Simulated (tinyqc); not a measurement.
Trap depth and cross-section from two peaks.

Problem. A DLTS peak lies where ew = sn g T^2 exp(-Et/kB T), g = vth Nc/(300 K)^2. Find Et and sn.

Parameters, values chosen for the exercise: conduction-band density of states at 300 K Nc = 2.82e19 cm^-3; thermal velocity at 300 K vth = 2.3e7 cm/s.

Constants: q = 1.602176634e-19 C, kB = 1.380649e-23 J/K. Results are converted to the units shown.

peak temperatures for ew = 10 and 500 1/s (K): [182.89479, 218.94682]

Answer. The slope of ln(ew/T^2) against q/kB T is -Et, and the intercept is ln(sn g).

Et = 0.340 eV
sn = 9.70e-17 cm^2

tinyqc, about 0.01 s, one thread, Intel Xeon 2.30GHz (shared host): `OMP_NUM_THREADS=1 python tinyqc.py 2050077 2050078 out.jsonl`
